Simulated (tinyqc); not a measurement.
Deep-level transient spectroscopy: one step of the calculation.

Schottky contact on an n-type layer with shallow donors Nd (all ionised) and a donor-like deep trap, neutral when filled and positive when empty; depletion approximation. Traps within lam of the depletion edge stay filled. A long pulse to Vp fills the traps beyond x1 = Wp - lam; back at Vr those between x1 and x2 = Wr - lam emit. A rate window reads S = C(t2) - C(t1).

Question. The transient. W(t)^2 = Wr^2 + (Nt/Nd)(x2^2 - x1^2) exp(-en t), C = eps0 eps_r/W; for small Nt, dC/C = -(Nt/2 Nd) G exp(-en t) with G = (x2^2 - x1^2)/Wr^2. S = C(t2) - C(t1).

Values chosen for this exercise; material values close to those of gallium arsenide: relative permittivity eps_r = 12.7; shallow donor density Nd = 1.3e15 cm^-3; trap density Nt = 2.1e13 cm^-3; first sampling time t1 = 1 ms; second sampling time t2 = 2 ms.

Constants: eps0 = 8.8541878128e-14 F/cm where lengths are in cm. Results are converted to the units shown.

t, sample 0 to 6 (ms): 0  0.5  1  1.5  2  4  10
en = 2198.5242 1/s
Wr = 2478.0582 nm
G = (x2^2 - x1^2)/Wr^2 = 0.64826793

Wanted: C; C - C(final); S.

Answer.

```
sample	C (nF/cm^2)	C - C(final) (pF/cm^2)
0	4.5142	-23.575
1	4.5299	-7.894
2	4.5351	-2.634
3	4.5369	-0.878
4	4.5375	-0.293
5	4.5378	-0.004
6	4.5378	0.000
```

S = 2.3417 pF/cm^2

Numbers from tinyqc (`OMP_NUM_THREADS=1 python tinyqc.py 2050118 2050119 out.jsonl`; about 0.01 s on one thread of a shared Intel Xeon 2.30GHz).
